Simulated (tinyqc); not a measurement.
Quarter-wave Bragg mirror and the threshold of a vertical cavity: two steps of the calculation.

N pairs of lossless layers, each a quarter wave thick at lam, in the order nL, nH from the incident medium n0 to the exit medium ns; normal incidence, no dispersion. At wavelength lam + dw each layer has the phase d = (pi/2) lam/(lam + dw) and the matrix [[cos d, i sin d/n], [i n sin d, cos d]].

Parameters, values chosen for the exercise; indices close to those of AlGaAs of two compositions:

| symbol | value | unit | meaning |
|---|---|---|---|
| lam | 850 | nm | design wavelength |
| nH | 3.549 |  | high index |
| nL | 3.035 |  | low index |
| N | 28 |  | number of pairs |
| Tb | 0.09 | % | transmission of the back mirror |
| Lc | 1 | wavelengths | optical thickness of the cavity |
| ai | 8 | 1/cm | internal loss |
| da | 30 | nm | total thickness of the wells |
| Gr | 1.78 |  | standing-wave enhancement |

Problem 1. Matrix of the stack. M = (M of one pair)^N.

M of one pair:
```
                           1                          2
1  -1.169265990+0.000000000i   0.000000000-0.003969848i
2   0.000000000-0.042760086i  -0.855092218+0.000000000i
```

Give: M.

Solution 1.

M:
```
             1            2
1  78.83+0.00i   0.00+1.00i
2  0.00+10.75i  -0.12+0.00i
```

Problem 2. Threshold gain with this stack as output mirror. Penetration depth Lp = lam/(4 (nH - nL)), Leff = Lc lam/nH + 2 Lp, mirror loss per pass m = -ln[(1 - T0)(1 - Tb)]/2, threshold gain (ai Leff + m)/(Gr da), share of the light through this mirror (T0/2)/(ai Leff + m).

T0 = 0.017635081 %

Give: Lp; Leff; m; threshold gain; output share.

Solution 2.

Lp = 413.4 nm
Leff = 1066 nm
m = 5.384e-4
threshold gain = 260.6 1/cm
output share = 0.06337

Numbers from tinyqc (`OMP_NUM_THREADS=1 python tinyqc.py 2650014 2650015 out.jsonl`; about 0.01 s on one thread of a shared Intel Xeon 2.30GHz).
